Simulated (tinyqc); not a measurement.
What moves the results: five-level k.p model folded onto the conduction band. A value that a table varies takes the place of the one given here.

For k along z and one spin sector the level c couples to four states. With c0 = hbar^2/2m0, P = sqrt(Ep c0), P2 = sqrt(Ep2 c0): diagonal Eg + (1 + Cm) c0 k^2 for c, and 0, -Dso, E7 + D2, E7 for lh, so, G8 up, G7 up (their own dispersion is left out); couplings of c: sqrt(2/3) P k to lh, sqrt(1/3) P k to so, sqrt(2/3) P2 k to G8 up, sqrt(1/3) P2 k to G7 up (phases chosen real).

Expanding E = H_cc + S(E) about Eg in powers of k^2, with s_n = sum_j H_cj^2/(Eg - H_jj)^n: order k^2: e2 = (1 + Cm) c0 k^2 + s1; order k^4: e4 = -s2 e2; order k^6: e6 = s3 e2^2 + s2^2 e2.

Second-order sums for the lowest conduction level at E: 1/m = 1 + Cm + (Ep/3)(2/E + 1/(E + Dso)) - (Ep2/3)(2/(E7 + D2 - E) + 1/(E7 - E)); g/2 = 1 + Cg - (Ep/3)(1/E - 1/(E + Dso)) - (Ep2/3)(1/(E7 - E) - 1/(E7 + D2 - E)). E is counted from the top of the valence band; E = Eg at the edge.

Constants: hbar^2/2m0 = 3.80998211 eV angstrom^2.

Values chosen for the exercise (near those of CdTe; shifted at random, so the results belong to these values and not to a real crystal):
```
symbol  value  unit  meaning
Eg      1.57   eV    gap at Gamma to the s-like level
Dso     0.886  eV    spin-orbit splitting
Ep      19.2   eV    Kane energy
E7      5.28   eV    upper Gamma7 conduction level, from the valence top
D2      0.32   eV    its spin-orbit splitting, Gamma8 above Gamma7
Ep2     2.3    eV    Kane energy to the upper levels
Cm      -1.1         remote term in 1/m
Cg      0            remote term in g/2
```

## How far the series holds

Energies from Eg; Pk/Eg measures the coupling.

Levels (eV):
```
k (1/angstrom)  Pk/Eg  to k^2   to k^4   to k^6   exact
0.0275          0.150  0.0290   0.0285   0.0285  0.0285
0.0629          0.343  0.1518   0.1372   0.1399  0.1394
0.0983          0.536  0.3708   0.2834   0.3227  0.3089
0.1337          0.728  0.6859   0.3868   0.6359  0.5126
0.1691          0.921  1.0973   0.3317   1.3513  0.7341
0.2045          1.114  1.6048  -0.0327   3.1568  0.9632
0.2399          1.307  2.2084  -0.8927   7.4201  1.1931
0.2753          1.500  2.9083  -2.4698  16.5148  1.4186
```

Within 2 % of the exact level stay: the k^2 term up to Pk/Eg = 0.15, the sum to k^4 up to Pk/Eg = 0.34, the sum to k^6 up to Pk/Eg = 0.34. In the last row the errors are +1490, -3888 and +15096 meV: higher orders make it worse, since the series in k^2 converges only for Pk below about Eg/2 in the two-level limit E = Eg/2 + sqrt(Eg^2/4 + P^2 k^2).

## Mass and g factor above the band edge

The sums are evaluated at E = Eg + dE, as is done for confined or hot electrons.

Results:
```
dE (meV)    m(E)    g(E)  m(E)/m(Eg)  1 + dE/Eg
0         0.0993  -0.974      1.0000     1.0000
20        0.1006  -0.914      1.0127     1.0127
50        0.1025  -0.827      1.0319     1.0318
100       0.1056  -0.691      1.0640     1.0637
150       0.1088  -0.566      1.0963     1.0955
200       0.1121  -0.449      1.1288     1.1274
300       0.1186  -0.239      1.1946     1.1911
```

Over 300 meV the mass grows by 19.5 %, against 19.1 % for two levels alone, and g moves from -0.974 to -0.239, towards the free value 2.

## Six materials (three-level Kane formulas for mass and g factor)

1/m = 1 + (Ep/3)(2/Eg + 1/(Eg + Dso)), g = 2 - (2 Ep/3)(1/Eg - 1/(Eg + Dso)). The inputs are values chosen for the exercise.

Results:
```
case         Eg (eV)  Dso (eV)  Ep (eV)  m (m0)        g   Eg/Ep
A near GaP     2.871     0.079     31.9  0.0833    1.802  0.0900
B near InAs    0.423     0.394     21.2  0.0232  -14.113  0.0200
C near GaSb    0.804     0.771     27.1  0.0342   -9.000  0.0297
D near Ge      0.904     0.288     26.7  0.0355   -2.757  0.0339
E near GaAs    1.489     0.336     25.2  0.0592   -0.077  0.0591
F near InP     1.432     0.109     20.4  0.0671    1.328  0.0702
```

The mass follows the gap: m/(Eg/Ep) lies between 0.93 and 1.16, while m itself spans a factor of 3.6. The order by mass differs from the order by gap. g is negative for B, C, D and E; it needs Ep Dso > 3 Eg (Eg + Dso). Where g is small, two larger terms cancel: 5 % in Ep moves g by (2 - g)/20, and the levels left out move it by tenths. Remote bands, left out here, make real masses heavier, by up to a half in the wider-gap crystals. All rows are for the Gamma valley, which is not the lowest one in GaP and Ge.

## What each parameter does

Mass and g at E = Eg. Each row changes one parameter from the base and keeps the others.

Results:
```
case             m (m0)        g
base            0.09929  -0.9740
Eg = 1.727 eV   0.10930  -0.5488
Dso = 0.797 eV  0.09833  -0.7780
Ep = 21.12 eV   0.08971  -1.2681
E7 = 5.808 eV   0.09861  -0.9665
D2 = 0.288 eV   0.09932  -0.9709
Ep2 = 2.07 eV   0.09871  -0.9707
```

The largest shifts from the base row, up to three for each result and ties (the steps differ in size, so this ranks the rows, not the parameters). m (m0): Eg +0.01001, Ep -0.00958, Dso -0.00096. g: Eg +0.4252, Ep -0.2941, Dso +0.1960.

Program tinyqc; command `OMP_NUM_THREADS=1 python tinyqc.py 1080190 1080191 out.jsonl`; about 0.01 s on one thread of a shared Intel(R) Xeon(R) Processor @ 2.30GHz.
